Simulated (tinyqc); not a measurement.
Physical sputtering: collision-cascade yield, angular dependence, faceting and resputtering in deposition: one step, computed by the program tinyqc.

Ions start collision cascades; atoms that reach the surface with more than U leave. The target is amorphous or fine-grained.

Task: Oblique incidence. Angular law: Y/Y0 = t^f exp(-f cos(a_opt)(t - 1)), t = 1/cos(angle), largest at a_opt. A plane tilted by the angle recedes along the beam at a speed proportional to Y(angle), and along its own normal as Y cos(angle).

Inputs (values chosen for the exercise, modelled on neon ions on aluminium): angular exponent f = 1.9; angle of the largest yield = 63 degrees; angle of incidence = 80 degrees.

yield Y0 = 1.585289 atoms per ion

Give: Y/Y0 at the angle; yield at the angle; normal speed relative to a flat surface; largest Y/Y0.

Result:

Y/Y0 at the angle = 0.4591

yield at the angle = 0.7278 atoms per ion

normal speed relative to a flat surface = 0.07972

largest Y/Y0 = 1.589
